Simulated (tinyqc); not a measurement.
Orbital energy against energy difference: ionisation energy by orbital energies and by energy differences in the 6-31g* basis, for BeH2, spin multiplicity 1. Computed by the program tinyqc with PySCF. Command: `OMP_NUM_THREADS=1 python tinyqc.py 111621 111622 out.jsonl`; one thread of a shared host (Intel(R) Xeon(R) Processor @ 2.60GHz), about 9 s.

Geometry (angstrom):

| atom | x | y | z |
|---|---|---|---|
| Be | 0.0000 | 0.0000 | 0.0000 |
| H | 0.0000 | 1.2780 | 0.0430 |
| H | 0.0000 | -1.2780 | 0.0430 |

CCSD(T) difference in the same basis = 11.8004 eV

IP-EOM-CCSD = 11.8534 eV

The cation is unrestricted; errors are against CCSD(T) in this basis, not against experiment.

First vertical ionisation energy (eV):

| method | -e(HOMO) | E(cation) - E | error of -e(HOMO) | error of the difference |
|---|---|---|---|---|
| HF | 12.2952 | 11.471848 | 0.4947 | -0.3286 |
| LDA | 7.4109 | 11.722868 | -4.3896 | -0.0776 |
| PBE | 7.4289 | 11.744992 | -4.3715 | -0.0555 |
| B3LYP | 8.6383 | 11.999170 | -3.1622 | 0.1987 |
| PBE0 | 8.8266 | 11.931984 | -2.9738 | 0.1315 |
| CAM-B3LYP | 10.3336 | 12.095470 | -1.4669 | 0.2950 |
| LC-wPBE | 11.8145 | 12.250520 | 0.0141 | 0.4501 |

Koopmans errs by +0.49 eV and Delta-HF by -0.33 eV: relaxation, 0.82 eV, lowers the value and the missing correlation difference works against it. The PBE level is off by -4.4 eV through the wrong tail of its potential, though its energy difference is off by -0.06 eV; exact exchange deepens the level, and among the orbital energies LC-wPBE comes closest; among the differences PBE does.
